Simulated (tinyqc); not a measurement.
Heisenberg spin cluster by exact diagonalisation: multiplets, susceptibility, level crossings: one step, computed by the program tinyqc.

H = J1 sum S_i.S_j over the bonds 1-2, 2-3 + J2 sum over 1-3 - g mu_B B S_z; J > 0 is antiferromagnetic.

Problem. The block with S_z = 0.5. Basis: products of m values. S_i.S_j = m_i m_j on the diagonal and (1/2) sqrt[s(s+1) - m_i(m_i+1)] sqrt[s(s+1) - m_j(m_j-1)], s the spin of a site, between states that differ by one flip up and one down.

Inputs (values chosen for the exercise, for a model cluster): exchange J1 = 6.77 meV; exchange J2 = -4.5 meV.

Cluster: triangle, two J1 bonds and one J2 bond. Spin s of each site: 0.5.

Give: H at B = 0.

Solution.

H at B = 0 (meV):
```
                +0.5 +0.5 -0.5  +0.5 -0.5 +0.5  -0.5 +0.5 +0.5
+0.5 +0.5 -0.5           1.125           3.385          -2.250
+0.5 -0.5 +0.5           3.385          -4.510           3.385
-0.5 +0.5 +0.5          -2.250           3.385           1.125
```
